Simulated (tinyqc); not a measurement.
Graded p-n junction, non-linear Poisson equation by Newton steps: one step of the calculation.

One dimension, p side on the left, n side on the right; net doping C = (Nd - Na)/2 + ((Nd + Na)/2) tanh(x/Lg). The potential psi is counted from the intrinsic level, and the quasi-Fermi potentials are flat: 0 for holes and -V for electrons, so n = ni exp((psi + V)/Vt) and p = ni exp(-psi/Vt) (Boltzmann statistics, full ionisation, no current).

Task. Newton step. Solve the tridiagonal system a_(i-1) d_(i-1) + b_i d_i + a_i d_(i+1) = -F_i for nodes 1 to 13, with d = 0 on fixed nodes. Each component d is damped to sign(d) Vt ln(1 + |d|/Vt) before it is added.

Parameters, values chosen for the exercise:
- T = 350 K (temperature)

Constants: q = 1.602176634e-19 C, kB = 1.380649e-23 J/K, Vt = kB T/q. Results are converted to the units shown.

coupling a_i, interval 0 to 13 (F/cm^2): 1.5403861e-8  1.7848918e-8  2.1216639e-8  2.4988486e-8  2.8906988e-8  3.4075208e-8  4.0017148e-8  4.6853411e-8  4.1493795e-8  3.6747773e-8  3.2783727e-8  2.8832868e-8  2.5556406e-8  2.2489637e-8

```
node  diagonal b (F/cm^2)  residual F (C/cm^2)
1           -3.6018463e-8        -6.9907909e-8
2           -3.9077154e-8        -5.9371928e-8
3           -4.6205223e-8        -4.5681796e-8
4           -5.3938271e-8        -4.3827700e-8
5           -8.5251237e-8        -2.7821306e-8
6           -5.0735737e-7         4.2560418e-8
7           -3.9157485e-6         2.1484549e-7
8           -1.8087089e-5         2.1039717e-7
9           -4.4755712e-5        -1.8827411e-7
10          -4.9557161e-5        -1.0252526e-7
11          -5.2965597e-5        -1.1411839e-8
12          -8.4610349e-5        -7.5562352e-7
13          -7.7297607e-5        -2.9667093e-7
```

psi after iteration 2, node 0 to 14 (V): -0.55769936  -0.35476294  -0.19445234  -0.05495081  0.24360425  0.43689913  0.53132966  0.60185508  0.64912018  0.67287758  0.67241500  0.67075746  0.68115248  0.67467317  0.67056431

Wanted: Newton step d, before damping; psi after iteration 3.

Result.

Newton step d, before damping, node 1 to 13 (V): -6.364  -8.926  -8.287  -5.917  -2.361  -0.070  0.054  0.012  -0.004  -0.002  0.000  -0.009  -0.004
psi after iteration 3, node 0 to 14 (V): -0.5577  -0.5163  -0.3662  -0.2244  0.0842  0.3050  0.4950  0.6329  0.6591  0.6689  0.6704  0.6705  0.6733  0.6711  0.6706

Computed by the program tinyqc: `OMP_NUM_THREADS=1 python tinyqc.py 2000067 2000068 out.jsonl`, one thread of a shared Intel Xeon 2.30GHz, about 0.04 s for the whole run.
